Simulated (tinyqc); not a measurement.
Lattice vibrations of a chain, step by step. Computed by tinyqc, a small Python program that keeps every step. Command: `OMP_NUM_THREADS=1 python tinyqc.py 24714 24715 out.jsonl` (the two numbers bound the seeds that draw the settings). One thread of a shared host (Intel(R) Xeon(R) Processor @ 2.60GHz), about 0.01 s of CPU time with the checks.

## Dynamical matrix at q = 0.39

A chain moving along its axis:
```
atom  mass (u)  spring to the next atom (eV/angstrom^2)
1      77.1000                                  10.8000
2      25.4000                                  27.4000
3      19.4000                                   3.8000
4      29.5000                                  24.7000
```

q is in units of 2 pi/a. A spring k from atom i to atom j, n cells on, adds k to Phi_ii and Phi_jj, -k exp(2 pi i q n) to Phi_ij and the conjugate to Phi_ji (for one atom a cell: 2k (1 - cos 2 pi q n)); D_ij = Phi_ij / sqrt(m_i m_j).

D(q) (eV/(angstrom^2 u)):
```
[[0.4604, -0.2441, 0.0000, 0.3991+0.3301i],
 [-0.2441, 1.5039, -1.2343, 0.0000],
 [0.0000, -1.2343, 1.6082, -0.1588],
 [0.3991-0.3301i, 0.0000, -0.1588, 0.9661]]
```

## Frequencies

omega^2 are the eigenvalues; wavenumber = 521.4708 sqrt(eigenvalue) 1/cm.

eigenvalues: [0.0691, 0.3430, 1.3183, 2.8083]

wavenumbers (1/cm): [137.1, 305.4, 598.7, 873.9]

weights |e|^2 of the mass-weighted modes, order atom 1, atom 2, atom 3, atom 4:
```
[[0.6167, 0.0963, 0.2826, 0.0044],
 [0.1254, 0.3793, 0.0173, 0.4780],
 [0.0697, 0.4002, 0.0150, 0.5150],
 [0.1881, 0.1242, 0.6851, 0.0026]]
```

## Dispersion and heat capacity

C/k_B per atom = mean over q = (j + 1/2)/80, j = 0..39 and all branches of y^2 e^y/(e^y - 1)^2, y = hc wavenumber / k_B T.

Wavenumbers (1/cm):
```
q       branch 1  branch 2  branch 3  branch 4
0.0000    0.0000  351.7455  586.9339  875.2189
0.0625   25.2363  350.0658  587.4801  875.1620
0.1250   50.0810  345.1873  589.0139  874.9998
0.1875   74.0846  337.5764  591.2529  874.7559
0.2500   96.6629  327.9847  593.8135  874.4668
0.3125  116.9768  317.4744  596.2944  874.1760
0.3750  133.7630  307.5224  598.3404  873.9282
0.4375  145.2166  300.1003  599.6802  873.7620
0.5000  149.3514  297.2977  600.1457  873.7035
```

Heat capacity:
```
T (K)  C/k_B per atom
20             0.0578
50             0.1487
100            0.2679
200            0.4844
300            0.6507
600            0.8736
1200           0.9645
```

zero-point energy per atom = 29.2029 meV
